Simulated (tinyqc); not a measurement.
Current of a Schottky diode by thermionic-emission-diffusion theory, and its read-back from I-V-T and C-V data: one step, computed by the program tinyqc. Command: `OMP_NUM_THREADS=1 python tinyqc.py 3012510 3012511 out.jsonl schottky walk`. One thread of a shared host (Intel(R) Xeon(R) Processor @ 2.30GHz), about 0.01 s of CPU time with the checks.

Full ionisation, no tunnelling, no recombination current. V is the voltage across the junction itself, forward positive.

Task: Barrier at the given bias. N_c(T) = N_c (T/300 K)^(3/2); V_bi = phi_0 - (k_B T/e) ln(N_c(T)/N); surface field F = sqrt(2 e N (V_bi - V - k_B T/e)/(eps eps_0)); image lowering d_phi = sqrt(e F/(4 pi eps eps_0)); effective barrier phi = phi_0 - d_phi.

Inputs (values chosen for the exercise, modelled on n-type GaAs):
```
quantity                                     value          unit
Richardson constant A*                        7.83  A/(cm^2 K^2)
effective density of states at 300 K, N_c  4.6e+17        1/cm^3
permittivity eps                              12.9             -
mobility mu                                   4600    cm^2/(V s)
barrier without image force phi_0            0.732            eV
doping N                                   4.2e+16        1/cm^3
junction voltage V                             0.4             V
temperature T                                  300             K
```

Barrier: uniform.

Constants: k_B = 8.617333262e-05 eV/K; e = 1.602176634e-19 C; eps_0 = 8.8541878128e-12 F/m.

Give: built-in voltage V_bi; surface field F; image lowering; effective barrier phi.

Result:

built-in voltage V_bi = 0.6701 V

surface field F = 53.65 kV/cm

image lowering = 24.47 meV

effective barrier phi = 0.7075 eV
